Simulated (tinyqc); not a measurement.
Inside a calculation. Method: coherent transport through a tight-binding region between two chains. Computed by tinyqc, a small Python program that keeps every step. Settings: temperature = 4, mu = 0.4. Command: `OMP_NUM_THREADS=1 python tinyqc.py 26090 26091 out.jsonl` (the two numbers bound the seeds that draw the settings). One thread of a shared host (Intel(R) Xeon(R) Processor @ 2.60GHz), about 0.1 s of CPU time with the checks.

## Transmission at E = 0.98 eV

H of the central region (eV), lower triangle:
```
           1          2          3          4          5
1   0.940000
2  -2.380000   0.130000
3   0.000000  -1.390000  -0.950000
4   0.000000   0.000000  -2.380000   0.820000
5   0.000000   0.000000   0.000000  -2.380000  -0.820000
```

Leads: semi-infinite chains with site energy 0:
```
parameter                           value
lead hopping t (eV)              2.660000
coupling to the left lead (eV)   1.360000
coupling to the right lead (eV)  0.510000
left contact site                       1
right contact site                      5
```

E = 0.980000 eV

Surface Green function g = (E - i sqrt(4 t^2 - E^2)) / (2 t^2); self-energy tc^2 g on each contact site; G = (E - H - Sigma)^(-1); Gamma = -2 Im Sigma; T = Gamma_L Gamma_R |G_LR|^2; local density of states -Im G_ii / pi.

g = 0.069252-0.369506i 1/eV

G (1/eV), lower triangle:
```
                     1                    2                    3                    4
1  -0.059888-0.004936i
2   0.416534+0.017015i   0.020303-0.118982i
3  -0.152173-0.001953i  -0.006193+0.043626i   0.264342-0.023333i
4  -0.119869-0.008353i  -0.006835+0.034112i   0.209423-0.006557i  -0.165835-0.014605i
5   0.160231+0.002515i   0.006653-0.045919i  -0.278421+0.023774i   0.221893+0.007539i

                    5
5  0.263504-0.024281i
```

local density of states (1/eV): 0.001571  0.037873  0.007427  0.004649  0.007729

transmission = 0.006747

## Transmission across the band

The same steps on a grid of energies.

T(E):
```
E (eV)              T
-5.05400000  0.000010
-4.54860000  0.000181
-4.04320000  0.007386
-3.53780000  0.027129
-3.03240000  0.018896
-2.52700000  0.082201
-2.02160000  0.316393
-1.51620000  0.093920
-1.01080000  0.144907
-0.50540000  0.504649
0.00000000   0.039556
0.50540000   0.011700
1.01080000   0.006604
1.51620000   0.005812
2.02160000   0.008100
2.52700000   0.022484
3.03240000   0.140420
3.53780000   0.118183
4.04320000   0.012947
4.54860000   0.000310
5.05400000   0.000015
```

levels of the isolated region (eV): -3.776786  -2.110294  -0.563249  2.849798  3.720531

## Current

I = (2e/h) int T(E) [f(E - mu - V/2) - f(E - mu + V/2)] dE at 4 K with mu = 0.4 eV, the bias not changing H; 2e^2/h = 77.48092 microsiemens; the integral runs over the band on 4001 points.

Current:
```
V (volt)  I (microampere)
0.010000         0.011368
0.050000         0.054270
0.100000         0.110257
0.200000         0.221580
0.400000         0.455860
0.800000         1.051057
```
